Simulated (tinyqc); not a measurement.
CCSD on RHF in the sto-6g basis, frozen core, for BeH2, spin multiplicity 1, step by step. One step of it, computed by the program tinyqc.

Task: Integrals over molecular orbitals. (pq|rs) = sum C_ip C_jq C_kr C_ls (ij|kl), one index at a time.

coefficients C:
```
               MO1        MO2        MO3        MO4       MO5        MO6        MO7
1Be 1s    0.994651  -0.206894   0.038622   0.002222  0.000000  -0.209298  -0.009261
1Be 2s    0.021407   0.551274  -0.117121  -0.010397  0.000000   1.176659   0.113677
1Be 2px   0.000000   0.000000   0.000000   0.000000  1.000000   0.000000   0.000000
1Be 2py   0.000114   0.096715   0.489519  -0.000028  0.000000  -0.054412   1.383470
1Be 2pz  -0.000007   0.001178  -0.000151   0.999945  0.000000   0.011303   0.000874
2H 1s    -0.002104   0.470089   0.324577   0.004371  0.000000  -0.751906  -1.047313
3H 1s    -0.002312   0.308245  -0.485900   0.004549  0.000000  -0.822823   0.898973
```

core Hamiltonian H = T + V (hartree):
```
            1Be 1s     1Be 2s    1Be 2px    1Be 2py    1Be 2pz      2H 1s      3H 1s
1Be 1s   -8.706908  -2.051948   0.000000  -0.001914  -0.000177  -0.569226  -0.480232
1Be 2s   -2.051948  -2.797586   0.000000  -0.008947  -0.001431  -1.268333  -1.160943
1Be 2px   0.000000   0.000000  -2.282934   0.000000   0.000000   0.000000   0.000000
1Be 2py  -0.001914  -0.008947   0.000000  -2.503162  -0.000073  -1.313783   1.234358
1Be 2pz  -0.000177  -0.001431   0.000000  -0.000073  -2.282940  -0.006954  -0.006193
2H 1s    -0.569226  -1.268333   0.000000  -1.313783  -0.006954  -2.212942  -0.112000
3H 1s    -0.480232  -1.160943   0.000000   1.234358  -0.006193  -0.112000  -2.133395
```

Two-electron integrals (ij|kl) in chemists' order, unique and non-zero (hartree):
```
(11|11) 2.299996    (21|11) 0.361879    (21|21) 0.071926    (22|11) 0.570332
(22|21) 0.139654    (22|22) 0.417773    (31|31) 0.015252    (32|31) 0.022555
(32|32) 0.092340    (33|11) 0.570332    (33|21) 0.139654    (33|22) 0.417773
(33|33) 0.450117    (41|41) 0.015252    (42|41) 0.022555    (42|42) 0.092340
(43|43) 0.024258    (44|11) 0.570332    (44|21) 0.139654    (44|22) 0.417773
(44|33) 0.401601    (44|44) 0.450117    (51|51) 0.015252    (52|51) 0.022555
(52|52) 0.092340    (53|53) 0.024258    (54|54) 0.024258    (55|11) 0.570332
(55|21) 0.139654    (55|22) 0.417773    (55|33) 0.401601    (55|44) 0.401601
(55|55) 0.450117    (61|11) 0.102529    (61|21) 0.019762    (61|22) 0.038116
(61|33) 0.037803    (61|41) 0.001950    (61|42) 0.003745    (61|44) 0.038741
(61|51) 0.000010    (61|52) 0.000019    (61|54) 4.85e-06    (61|55) 0.037803
(61|61) 0.005741    (62|11) 0.222350    (62|21) 0.055168    (62|22) 0.176921
(62|33) 0.170535    (62|41) 0.007720    (62|42) 0.043605    (62|44) 0.189692
(62|51) 0.000040    (62|52) 0.000225    (62|54) 0.000099    (62|55) 0.170535
(62|61) 0.016675    (62|62) 0.107389    (63|31) 0.005617    (63|32) 0.024810
(63|43) 0.007785    (63|53) 0.000040    (63|63) 0.010511    (64|11) 0.231315
(64|21) 0.058176    (64|22) 0.195173    (64|33) 0.183736    (64|41) 0.012584
(64|42) 0.068249    (64|44) 0.218047    (64|51) 0.000036    (64|52) 0.000225
(64|54) 0.000137    (64|55) 0.183737    (64|61) 0.018535    (64|62) 0.135333
(64|64) 0.177102    (65|11) 0.001196    (65|21) 0.000301    (65|22) 0.001009
(65|33) 0.000950    (65|41) 0.000036    (65|42) 0.000225    (65|44) 0.001047
(65|51) 0.005617    (65|52) 0.024811    (65|54) 0.007785    (65|55) 0.001030
(65|61) 0.000096    (65|62) 0.000700    (65|64) 0.000861    (65|65) 0.010515
(66|11) 0.387401    (66|21) 0.098139    (66|22) 0.349398    (66|33) 0.324148
(66|41) 0.016981    (66|42) 0.120163    (66|44) 0.399896    (66|51) 0.000088
(66|52) 0.000621    (66|54) 0.000392    (66|55) 0.324150    (66|61) 0.030851
(66|62) 0.264152    (66|64) 0.354662    (66|65) 0.001834    (66|66) 0.774999
(71|11) 0.086284    (71|21) 0.016649    (71|22) 0.032176    (71|33) 0.031911
(71|41) -0.001646   (71|42) -0.003186   (71|44) 0.032707    (71|51) 0.000008
(71|52) 0.000016    (71|54) -3.90e-06   (71|55) 0.031911    (71|61) 0.004382
(71|62) 0.011682    (71|64) 0.011781    (71|65) 0.000067    (71|66) 0.020392
(71|71) 0.004076    (72|11) 0.201289    (72|21) 0.050035    (72|22) 0.162230
(72|33) 0.156184    (72|41) -0.006989   (72|42) -0.040667   (72|44) 0.174323
(72|51) 0.000034    (72|52) 0.000199    (72|54) -0.000089   (72|55) 0.156184
(72|61) 0.012559    (72|62) 0.053395    (72|64) 0.053061    (72|65) 0.000341
(72|66) 0.097770    (72|71) 0.012791    (72|72) 0.092811    (73|31) 0.004899
(73|32) 0.022113    (73|43) -0.007111   (73|53) 0.000035    (73|63) 0.004108
(73|73) 0.008666    (74|11) -0.214545   (74|21) -0.054021   (74|22) -0.183088
(74|33) -0.172336   (74|41) 0.011325    (74|42) 0.063449    (74|44) -0.204591
(74|51) -0.000031   (74|52) -0.000202   (74|54) 0.000123    (74|55) -0.172337
(74|61) -0.013019   (74|62) -0.054750   (74|64) -0.051924   (74|65) -0.000344
(74|66) -0.098203   (74|71) -0.014509   (74|72) -0.119309   (74|74) 0.158574
(75|11) 0.001050    (75|21) 0.000264    (75|22) 0.000896    (75|33) 0.000844
(75|41) -0.000031   (75|42) -0.000202   (75|44) 0.000932    (75|51) 0.004899
(75|52) 0.022114    (75|54) -0.007112   (75|55) 0.000913    (75|61) 0.000070
(75|62) 0.000332    (75|64) 0.000324    (75|65) 0.004110    (75|66) 0.000623
(75|71) 0.000071    (75|72) 0.000584    (75|74) -0.000734   (75|75) 0.008670
(76|11) 0.018877    (76|21) 0.004559    (76|22) 0.013469    (76|33) 0.013211
(76|41) -0.000014   (76|42) -0.000099   (76|44) 0.013984    (76|51) 0.000006
(76|52) 0.000029    (76|54) -2.23e-07   (76|55) 0.013211    (76|61) 0.001251
(76|62) 0.005897    (76|64) 0.006647    (76|65) 0.000041    (76|66) 0.012207
(76|71) 0.001060    (76|72) 0.005531    (76|74) -0.006422   (76|75) 0.000038
(76|76) 0.000445    (77|11) 0.367680    (77|21) 0.093275    (77|22) 0.337187
(77|33) 0.312835    (77|41) -0.015536   (77|42) -0.115371   (77|44) 0.385889
(77|51) 0.000076    (77|52) 0.000565    (77|54) -0.000358   (77|55) 0.312837
(77|61) 0.023053    (77|62) 0.103450    (77|64) 0.100835    (77|65) 0.000675
(77|66) 0.190042    (77|71) 0.024710    (77|72) 0.243818    (77|74) -0.333024
(77|75) 0.001630    (77|76) 0.012207    (77|77) 0.774999
```

Give: one-electron integrals over orbitals h = C^T H C; Two-electron integrals over orbitals.

Result:

one-electron integrals over orbitals h = C^T H C (hartree):
```
        1       2       3       4       5       6       7
1  -8.698   0.215  -0.041  -0.003   0.000   0.207   0.008
2   0.215  -2.429  -0.013   0.001   0.000  -0.194  -0.057
3  -0.041  -0.013  -2.370   0.000   0.000   0.070  -0.284
4  -0.003   0.001   0.000  -2.283   0.000  -0.002   0.000
5   0.000   0.000   0.000   0.000  -2.283   0.000   0.000
6   0.207  -0.194   0.070  -0.002   0.000  -1.934   0.005
7   0.008  -0.057  -0.284   0.000   0.000   0.005  -1.828
```

Two-electron integrals over orbitals (pq|rs), unique and non-zero (hartree); the lowest 1 orbital is frozen and left out:
```
(22|22) 0.420       (32|22) 0.064       (32|32) 0.140       (33|22) 0.381
(33|32) -0.052      (33|33) 0.450       (42|22) 5.43e-04    (42|32) 1.01e-04
(42|33) 4.60e-04    (42|42) 0.047       (43|22) 1.42e-04    (43|32) 5.45e-04
(43|33) -3.25e-04   (43|42) -0.006      (43|43) 0.015       (44|22) 0.365
(44|32) 2.77e-04    (44|33) 0.350       (44|42) -1.25e-03   (44|43) 2.88e-04
(44|44) 0.450       (52|52) 0.047       (53|52) -0.006      (53|53) 0.015
(54|52) -4.31e-04   (54|53) 8.88e-05    (54|54) 0.024       (55|22) 0.365
(55|32) 2.76e-04    (55|33) 0.350       (55|42) -3.89e-04   (55|43) 1.10e-04
(55|44) 0.402       (55|55) 0.450       (62|22) -0.029      (62|32) -0.019
(62|33) -0.037      (62|42) -1.54e-04   (62|43) -1.41e-05   (62|44) 0.055
(62|55) 0.055       (62|62) 0.077       (63|22) -0.033      (63|32) -0.084
(63|33) 0.044       (63|42) -6.72e-06   (63|43) -5.04e-04   (63|44) -0.017
(63|55) -0.017      (63|62) -0.007      (63|63) 0.087       (64|22) 2.08e-04
(64|32) 3.75e-05    (64|33) -1.59e-04   (64|42) 0.046       (64|43) -0.010
(64|44) -3.27e-04   (64|55) 2.90e-04    (64|62) 9.85e-04    (64|63) -2.91e-04
(64|64) 0.051       (65|52) 0.046       (65|53) -0.010      (65|54) -3.08e-04
(65|65) 0.051       (66|22) 0.387       (66|32) -0.011      (66|33) 0.408
(66|42) 1.22e-03    (66|43) -3.13e-04   (66|44) 0.366       (66|55) 0.366
(66|62) -0.028      (66|63) 0.016       (66|64) 8.46e-04    (66|66) 0.409
(72|22) -0.021      (72|32) -0.042      (72|33) 0.009       (72|42) -2.70e-04
(72|43) -5.04e-04   (72|44) 0.013       (72|55) 0.013       (72|62) 0.027
(72|63) 0.056       (72|64) 9.59e-05    (72|66) -2.03e-03   (72|72) 0.061
(73|22) -3.71e-03   (73|32) -4.68e-04   (73|33) -0.019      (73|42) -7.42e-04
(73|43) 2.51e-04    (73|44) 0.061       (73|55) 0.061       (73|62) 0.069
(73|63) -0.027      (73|64) 3.64e-04    (73|66) -0.022      (73|72) 0.011
(73|73) 0.080       (74|22) -5.17e-04   (74|32) -1.24e-03   (74|33) 5.17e-04
(74|42) 0.006       (74|43) 0.013       (74|44) -4.56e-05   (74|55) -1.54e-06
(74|62) 1.92e-04    (74|63) 7.67e-04    (74|64) 2.20e-03    (74|66) 1.79e-04
(74|72) 2.24e-04    (74|73) 2.36e-05    (74|74) 0.017       (75|52) 0.006
(75|53) 0.013       (75|54) -2.20e-05   (75|65) 2.20e-03    (75|75) 0.017
(76|22) 0.055       (76|32) 0.131       (76|33) -0.056      (76|42) 1.82e-04
(76|43) 6.47e-04    (76|44) 8.28e-04    (76|55) 8.30e-04    (76|62) -0.016
(76|63) -0.091      (76|64) 1.49e-04    (76|66) -0.015      (76|72) -0.054
(76|73) 3.18e-03    (76|74) -1.15e-03   (76|76) 0.138       (77|22) 0.429
(77|32) 0.019       (77|33) 0.432       (77|42) 1.20e-04    (77|43) 6.88e-05
(77|44) 0.388       (77|55) 0.388       (77|62) -0.032      (77|63) -0.006
(77|64) -3.34e-04   (77|66) 0.429       (77|72) -0.013      (77|73) -0.006
(77|74) -1.39e-04   (77|76) 0.014       (77|77) 0.482
```
